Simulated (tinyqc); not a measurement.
# Worked calculation: gated graphene, quantum capacitance

Computed by the program tinyqc: `OMP_NUM_THREADS=1 python tinyqc.py 2200002 2200003 out.jsonl`, one thread of a shared Intel Xeon 2.30GHz, about 0.01 s for the whole run. Printed values are rounded.

phi is the Fermi level above the Dirac point, in volts; Vg is counted from the gate voltage of charge neutrality. Ideal linear bands, no charge puddles.

Parameters, values chosen for the exercise; values close to those of graphene:
```
symbol   value         unit                                                                 meaning
T          300            K                                                             temperature
eox        3.9               relative permittivity of the gate insulator (close to silicon dioxide)
tox       0.87           nm                                                     insulator thickness
vF      9.19e5          m/s                                                          Fermi velocity
Dit     1.9e11  cm^-2 eV^-1                                                        density of traps
Vg       -0.14            V                                                            gate voltage
```

Constants: q = 1.602176634e-19 C, kB = 1.380649e-23 J/K, hbar = 1.054571817e-34 J s, Vt = kB T/q, eps0 = 8.8541878128e-14 F/cm where lengths are in cm. Results are converted to the units shown.

## Gate capacitance

Cox = eps0 eox/tox.

Cox = 3.96912 uF/cm^2

## Starting value

phi = 0.01 V.

phi at the start = 0.01 V

## Iteration 1: new phi

N0 = (2/pi)(kB T/(hbar vF))^2; n = N0 F1(phi/Vt), p = N0 F1(-phi/Vt), F1(e) = int_0^infinity u du/(1 + exp(u - e)) = -Li2(-exp(e)); Cq = q d(n - p)/dphi = (q N0/Vt) ln[2 (1 + cosh(phi/Vt))]. Newton: f = phi + q (n - p + Dit phi)/Cox - Vg, phi(new) = phi - f/(1 + (Cq + q Dit)/Cox).

n = 1.31443e11 cm^-2
p = 6.85297e10 cm^-2
Cq = 1.02582 uF/cm^2
f = 0.152616 V
phi after iteration 1 = -0.110539 V

## Iteration 2: new phi

As before.

n = 1.61078e9 cm^-2
p = 1.25262e12 cm^-2
Cq = 3.10125 uF/cm^2
f = -0.0218846 V
phi after iteration 2 = -0.0983058 V

## Iteration 3: new phi

As before.

n = 2.58009e9 cm^-2
p = 1.02940e12 cm^-2
Cq = 2.77216 uF/cm^2
f = -5.08545e-4 V
phi after iteration 3 = -0.0980077 V

## Course of the iteration

Stop when the step is below 1e-10 V, or after 40 iterations.

Course of the iteration:
```
iteration  phi before the step (V)  step (V)
1                             0.01    -0.121
2                        -0.110539    0.0122
3                       -0.0983058   2.98e-4
4                       -0.0980077   1.75e-7
5                       -0.0980076  6.04e-14
```

Converged in 5 iterations.

## Charge and capacitances at the solution

converged phi = -0.0980076 V

N0 = (2/pi)(kB T/(hbar vF))^2; n = N0 F1(phi/Vt), p = N0 F1(-phi/Vt), F1(e) = int_0^infinity u du/(1 + exp(u - e)) = -Li2(-exp(e)); Cq = q d(n - p)/dphi = (q N0/Vt) ln[2 (1 + cosh(phi/Vt))]. 1/C_G = 1/Cox + 1/(Cq + q Dit); dphi/dVg = Cox/(Cox + Cq + q Dit).

n - p = -1.02167e12 cm^-2
Cq = 2.76421 uF/cm^2
C_G = 1.63996 uF/cm^2
dphi/dVg = 0.586820

C_G is 41.3 % of Cox; 70.0 % of the gate voltage has gone into phi.
